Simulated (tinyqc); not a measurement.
The mobility curve: inversion-layer mobility, back-scattering and ballistic limit of a field-effect transistor. Computed by tinyqc, a small Python program. Command: `OMP_NUM_THREADS=1 python tinyqc.py 3009430 3009431 out.jsonl mos walk`. One thread of a shared host (Intel(R) Xeon(R) Processor @ 2.30GHz), about 0.01 s of CPU time with the checks.

The charge at the top of the source barrier is fixed by the gate; series resistance and short-channel effects are left out. F_j are Fermi integrals normalised to exp(eta) in the classical limit.

Inputs (values chosen for the exercise, modelled on a 4H-SiC n-channel): weight w of the inversion charge = 0.5; permittivity eps = 9.7; phonon mobility at 1 MV/cm and 300 K, mu_ph = 83 cm^2/(V s); roughness mobility at 1 MV/cm, mu_sr = 68 cm^2/(V s); Coulomb mobility at N_inv = 1e12/cm^2, mu_C = 27 cm^2/(V s); electrical oxide thickness t_inv = 2.7 nm; depletion charge N_dep = 3.3e+12 1/cm^2; temperature T = 200 K.

Statistics at the top of the barrier: Fermi-Dirac.

Constants: eps_0 = 8.8541878128e-12 F/m; e = 1.602176634e-19 C.

Method. N_inv = 3.9 eps_0 (V_G - V_T)/(e t_inv); effective field E_eff = e (N_dep + w N_inv)/(eps eps_0). mu_phonon = mu_ph (E_eff/1 MV/cm)^(-0.3) (T/300 K)^(-1.75); mu_rough = mu_sr (E_eff/1 MV/cm)^(-2); mu_Coulomb = mu_C (N_inv/1e12 cm^-2) (T/300 K); Matthiessen's rule adds 1/mu.

Mobilities (cm^2/(V s)):
```
V_G - V_T (V)  N_inv (1/cm^2)  E_eff (MV/cm)  phonon  roughness  Coulomb   total
0.03               2.3948e+11         0.6379  193.11     167.09     4.31   4.113
0.06               4.7895e+11         0.6603  191.13     155.97     8.62   7.835
0.12               9.5790e+11         0.7050  187.41     136.83    17.24  14.156
0.20               1.5965e+12         0.7645  182.90     116.34    28.74  20.466
0.35               2.7939e+12         0.8762  175.57      88.57    50.29  27.122
0.50               3.9913e+12         0.9879  169.37      69.68    71.84  29.261
0.75               5.9869e+12         1.1740  160.82      49.33   107.76  27.958
1.00               7.9825e+12         1.3602  153.87      36.76   143.69  24.591
1.50               1.1974e+13         1.7324  143.10      22.66   215.53  17.932
```

What does the comparison show, and why?

The lowest part is Coulomb from 0.0300 to 0.350, roughness from 0.500 to 1.50 V. The total peaks at 29 near E_eff = 0.99 MV/cm: screening lifts it at low density and the field presses it down at high density.

Extremes, crossings and ranges named in words are read from the listed rows.
